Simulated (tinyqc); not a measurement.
# Interface states from two metals

Question. Schottky barriers follow phi = S (pM - chi) + (1 - S) E0, S = 1/(1 + q Ds dl/(eps0 ei)). Find S, E0 and Ds.

Parameters, values chosen for the exercise; material values close to those of gallium nitride: electron affinity chi = 4.05 eV; thickness of the interface layer dl = 0.6 nm; its relative permittivity ei = 3.5.

Constants: q = 1.602176634e-19 C, eps0 = 8.8541878128e-14 F/cm where lengths are in cm. Results are converted to the units shown.

phi for pM = 4.25 and 5.13 eV (eV): 1.9482138  2.0703674

Answer. The slope is S, and either point then gives E0.

S = 0.139
E0 = 2.23 eV
Ds = 2.00e14 cm^-2 eV^-1

Program tinyqc, `OMP_NUM_THREADS=1 python tinyqc.py 2430090 2430091 out.jsonl`; Intel Xeon 2.30GHz, shared host, one thread, about 0.01 s.
